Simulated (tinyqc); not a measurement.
## Screening length from the swing

Question. In a simple model of a Schottky-barrier transistor a barrier thinner than d = 4.9 nm is transparent, so the effective barrier is pn - psi (1 - exp(-d/lam)) and the swing beyond flat band is Vt ln 10/(1 - exp(-d/lam)). Find the thermionic swing, lam, and the effective barrier at psi = 0.2 V.

Parameters, values chosen for the exercise: temperature T = 300 K; barrier for electrons at both contacts pn = 0.73 eV.

Constants: q = 1.602176634e-19 C, kB = 1.380649e-23 J/K, Vt = kB T/q. Results are converted to the units shown.

swing in the tunnelling range = 66.720358 mV/decade

Answer. The ratio of the two swings is 1 - exp(-d/lam).

Vt ln 10 = 59.53 mV/decade
lam = 2.200 nm
effective barrier = 0.5516 eV

Computed by the program tinyqc: `OMP_NUM_THREADS=1 python tinyqc.py 2390029 2390030 out.jsonl`, one thread of a shared Intel Xeon 2.30GHz, about 0.05 s for the whole run.
